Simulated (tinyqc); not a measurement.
Worked calculation: exciton in an atomically thin sheet (Rytova-Keldysh potential). Values are carried at full precision from step to step, so a last printed digit may differ when a step is redone from the rounded ones.

Constants: Ry = 13.60569312 eV; a0 (Bohr radius) = 0.5291772105 angstrom; hbar^2/2m0 = 3.80998211 eV angstrom^2; e^2/(4 pi eps0) = 14.39964547 eV angstrom.

Parameters, chosen for this exercise (near those of a MoS2 monolayer; the results hold for these values, not for the real material):

| symbol | value | unit | meaning |
|---|---|---|---|
| me | 0.47 | m0 | electron mass |
| mh | 0.539 | m0 | hole mass |
| kap | 4.5 |  | mean dielectric constant of the surroundings |
| Eg | 2.087 | eV | gap, in these surroundings |
| al | (0.000312, 0.0014, 0.00631, 0.0284, 0.128) | 1/angstrom^2 | exponents a_i |
| r0 | 43.7 | angstrom | screening length of the sheet |

## Exciton units

1/mu = 1/me + 1/mh, Ry* = Ry mu/kap^2, a* = a0 kap/mu.

mu = 0.25107 m0
Ry* = 168.691 meV
a* = 9.48 angstrom

## Hydrogen-like series

Binding Ry*/n^2 in three dimensions and Ry*/(n - 1/2)^2 in two; strengths relative to n = 1 go as 1/n^3 and (1/2)^3/(n - 1/2)^3. Lines at Eg less the binding.

Series:

| n | 3D binding (meV) | 3D line (eV) | 3D strength | 2D binding (meV) | 2D line (eV) | 2D strength |
|---|---|---|---|---|---|---|
| 1 | 168.69 | 1.9183 | 1.0000 | 674.76 | 1.4122 | 1.0000 |
| 2 | 42.17 | 2.0448 | 0.1250 | 74.97 | 2.0120 | 0.0370 |
| 3 | 18.74 | 2.0683 | 0.0370 | 26.99 | 2.0600 | 0.0080 |
| 4 | 10.54 | 2.0765 | 0.0156 | 13.77 | 2.0732 | 0.0029 |

## Overlap and kinetic matrices

Relative motion in the plane with V(k) = -2 pi q/(k (kap + r0 k)), q = e^2/(4 pi eps0), c = hbar^2/2m0. Normalised Gaussians exp(-a_i r^2): with A = a_i + a_j, S_ij = 2 sqrt(a_i a_j)/A, T_ij = (4c/mu)(a_i a_j/A) S_ij, V_ij = -q S_ij times the integral over k from 0 to infinity of exp(-k^2/4A)/(kap + r0 k).

Form S and T.

S:
```
         1        2        3        4        5
1  1.00000  0.77209  0.42377  0.20735  0.09850
2  0.77209  1.00000  0.77100  0.42319  0.20690
3  0.42377  0.77100  1.00000  0.77135  0.42320
4  0.20735  0.42319  0.77135  1.00000  0.77101
5  0.09850  0.20690  0.42320  0.77101  1.00000
```

T (eV):
```
         1        2        3        4        5
1  0.00947  0.01196  0.00765  0.00388  0.00186
2  0.01196  0.04249  0.05362  0.03427  0.01739
3  0.00765  0.05362  0.19151  0.24173  0.15448
4  0.00388  0.03427  0.24173  0.86194  1.08777
5  0.00186  0.01739  0.15448  1.08777  3.88479
```

## Potential matrix

Evaluate the integrals numerically.

V (eV):
```
          1         2         3         4         5
1  -0.11391  -0.13097  -0.11584  -0.08790  -0.06032
2  -0.13097  -0.20337  -0.22140  -0.18122  -0.12694
3  -0.11584  -0.22140  -0.33486  -0.34406  -0.26179
4  -0.08790  -0.18122  -0.34406  -0.50602  -0.49300
5  -0.06032  -0.12694  -0.26179  -0.49300  -0.70843
```

## Levels in the small basis

Solve (T + V) u = E S u; give the two lowest levels and the ground vector with u S u = 1 and its largest component positive.

levels (eV): -0.1830  -0.0436

ground vector: 0.003  0.633  0.393  0.043  0.008

## The converged series

Converged values use 20 Gaussians with exponents 2^i/b^2, i = -11 to 8, b the larger of a0 kap/(2 mu) and sqrt(a0 r0/mu), a0 = 0.5291772 angstrom; p states use r exp(i theta) exp(-a r^2).

Levels against the two-dimensional hydrogen series Ry*/(n - 1/2)^2; eps_n is the dielectric constant that would give each level in that series.

Series:

| state | binding (meV) | hydrogen (meV) | eps_n | Eg + E (eV) |
|---|---|---|---|---|
| 1s | 183.1 | 674.8 | 8.64 | 1.904 |
| 2p | 58.0 | 75.0 | 5.11 | 2.029 |
| 2s | 44.7 | 75.0 | 5.83 | 2.042 |
| 3p | 23.3 | 27.0 | 4.84 | 2.064 |
| 3s | 19.6 | 27.0 | 5.28 | 2.067 |

eps_n falls from 8.64 (1s) to 5.28 (3s) towards kap = 4.5: larger orbits see less of the sheet. 2p is bound 13.4 meV more strongly than 2s, which pure Coulomb attraction keeps degenerate. The small basis misses the 1s binding by 0.2 meV.

## Checks

- 1s binding for r0 = 0 against 4 Ry*, meV: 674.5 against 674.8.
- 2p binding for r0 = 0 against 4 Ry*/9, meV: both 74.97.

Computed by tinyqc, a small Python program: `OMP_NUM_THREADS=1 python tinyqc.py 1252166 1252167 out.jsonl` (the numbers bound the seed that draws the inputs); one thread of a shared host (Intel(R) Xeon(R) Processor @ 2.30GHz), about 0.08 s for the whole set of steps.
